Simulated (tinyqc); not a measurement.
Inside a calculation. Model: one-dimensional ballistic tunnel FET, two-band WKB.

Program tinyqc, `OMP_NUM_THREADS=1 python tinyqc.py 2620136 2620137 out.jsonl`; Intel Xeon 2.30GHz, shared host, one thread, about 0.01 s. Printed values are rounded.

A p-type source for x < 0 with its Fermi level at 0 and its valence edge at ds; in the channel the bands fall as D exp(-x/lam) towards their flat values, with the conduction edge at Ec = ds - dP and D = dP + Eg. The gate moves dP one to one. The drain Fermi level lies at -Vd and the drain side reflects nothing. For w = E - Ec between 0 and dP an electron crosses the gap. Two-band dispersion with equal masses m: inside the gap kappa = sqrt(m u (1 - u/Eg)/C), u the distance from a band edge, C = hbar^2/(2 m0).

Inputs (values chosen for the exercise); band and dielectric values close to those of In0.53Ga0.47As: temperature T = 200 K; band gap Eg = 0.727 eV; band-edge mass of the two-band model m = 0.04 m0; screening length of the source junction lam = 3.5 nm; source valence edge above the source Fermi level ds = 0.16 eV; drain bias Vd = 0.1 V; number of degenerate subbands (spin apart) g = 1; tunnelling window Ev(source) - Ec(channel) dP = 0.22 eV; energy above the channel conduction edge w0 = 0.076 eV; cells of the path nc = 7; points of the energy grid nE = 13.

Constants: q = 1.602176634e-19 C, kB = 1.380649e-23 J/K, hbar = 1.054571817e-34 J s, h = 6.62607015e-34 J s, m0 = 9.1093837015e-31 kg, Vt = kB T/q, hbar^2/(2 m0) = 0.0380998212 eV nm^2. Results are converted to the units shown.

## The path through the gap by the midpoint rule

At w = w0 the path runs from xa = lam ln(D/(w + Eg)) to xb = lam ln(D/w); u(x) = w + Eg - D exp(-x/lam) is the height above the valence edge. Cut it into nc equal cells: S = 2 (cell width) times the sum of kappa at the centres.

xa = 0.577305 nm
xb = 8.82898 nm

| cell | x (nm) | u (eV) | kappa (1/nm) |
|---|---|---|---|
| 0 | 1.16671 | 0.124453 | 0.329079 |
| 1 | 2.34552 | 0.318484 | 0.433461 |
| 2 | 3.52433 | 0.457032 | 0.422115 |
| 3 | 4.70314 | 0.555962 | 0.370570 |
| 4 | 5.88195 | 0.626602 | 0.301411 |
| 5 | 7.06076 | 0.677043 | 0.221007 |
| 6 | 8.23957 | 0.713061 | 0.119808 |

S = 5.18076

## The exponent in closed form

S(w) = 2 lam int_0^Eg kappa(u) du/(w + Eg - u) = 2 pi lam sqrt(m/(C Eg)) [w + Eg/2 - sqrt(w (w + Eg))], T(w) = exp(-S). The common triangular estimate is S = (4/3) lam sqrt(m/C) Eg^1.5/(dP + Eg) for all w.

S(w0) = 5.08620
T(w0) = 0.00618148
triangular S = 3.12987

The midpoint value is 1.9 % above the closed form, and the triangular estimate 38 % below it.

## Current on a coarse grid

S(w) = 2 lam int_0^Eg kappa(u) du/(w + Eg - u) = 2 pi lam sqrt(m/(C Eg)) [w + Eg/2 - sqrt(w (w + Eg))], T(w) = exp(-S). I = g (2 q^2/h) int_0^dP T(w) [f(E) - f(E + Vd)] dw, E = ds - dP + w, f(x) = 1/(1 + exp(x/Vt)). Simpson's rule on nE equally spaced points.

| point | w (eV) | T(w) | difference of the f |
|---|---|---|---|
| 0 | 0.000000 | 6.73071e-5 | 0.880746 |
| 1 | 0.018333 | 9.10472e-4 | 0.885382 |
| 2 | 0.036667 | 0.00212698 | 0.783198 |
| 3 | 0.055000 | 0.00377611 | 0.568003 |
| 4 | 0.073333 | 0.00584634 | 0.314302 |
| 5 | 0.091667 | 0.00831887 | 0.136880 |
| 6 | 0.110000 | 0.0111709 | 0.0519318 |
| 7 | 0.128333 | 0.0143773 | 0.0185599 |
| 8 | 0.146667 | 0.0179119 | 0.00648544 |
| 9 | 0.165000 | 0.0217484 | 0.00224812 |
| 10 | 0.183333 | 0.0258608 | 7.77111e-4 |
| 11 | 0.201667 | 0.0302238 | 2.68365e-4 |
| 12 | 0.220000 | 0.0348134 | 9.26452e-5 |

I = 0.0123847 uA

A converged quadrature gives 0.01240 uA; this grid is 0.11 % below that.
